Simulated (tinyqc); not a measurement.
A run and its error bars: classical Heisenberg spin chain: exact results, Metropolis, heat-bath and over-relaxation steps, and a Monte Carlo run. Computed by tinyqc, a small Python program. Command: `OMP_NUM_THREADS=1 python tinyqc.py 3130301 3130302 out.jsonl heismc walk`. One thread of a shared host (Intel(R) Xeon(R) Processor @ 2.30GHz), about 0.2 s of CPU time with the checks.

E = -J sum_i s_i . s_(i+1) for unit vectors s_i on an open chain; K = J/(k_B T).

Inputs (values chosen for the exercise, for a model chain of large moments): coupling J = -34 meV; temperature T = 978 K; moment mu = 7 mu_B; length N of the open chain = 16; seed = 86017.

Update: Metropolis.

Constants: k_B = 8.617333262e-05 eV/K; mu_B = 5.7883818060e-05 eV/T.

Method:
- Each bond angle is independent, so u = <s_i . s_(i+1)> = coth K - 1/K, <s_i . s_(i+n)> = u^n, correlation length xi = -1/ln|u|, energy per bond -J u, heat capacity per bond c/k_B = 1 - K^2/sinh^2 K, and for the long chain chi = mu^2 (1 + u)/(3 k_B T (1 - u)) per spin.
- For N spins, <|sum s|^2>/N = (1 + u)/(1 - u) - 2 u (1 - u^N)/(N (1 - u)^2); the long chain has (1 + u)/(1 - u), chi over the Curie value, and the difference is relative to it.
- From the ordered state (alternating for J < 0), with trial spins uniform on the sphere, 200 sweeps are discarded and 1600 recorded (even and odd sites in turn; random numbers not printed, so these rows are one sample). Errors are the scatter of block means over sqrt(number of blocks).

K = -0.403429

u = -0.133039

<|sum s|^2>/N = 0.778117

Blocking:
```
block length  mean bond product      error  <|sum s|^2>/N     error
1                      -0.13403  0.0037189        0.75433  0.015004
4                      -0.13403  0.0039733        0.75433  0.014666
16                     -0.13403  0.0037902        0.75433  0.012822
40                     -0.13403  0.0039097        0.75433  0.014483
80                     -0.13403  0.0042027        0.75433  0.015895
```

With blocks of 40 the bond product is 0.3 error bars from the exact u = -0.1330, and <|sum s|^2>/N is 1.6 from the exact 0.778. Blocking to 40 changes the two errors by factors 1.1 and 1.0. 83 % of the trial spins are accepted.
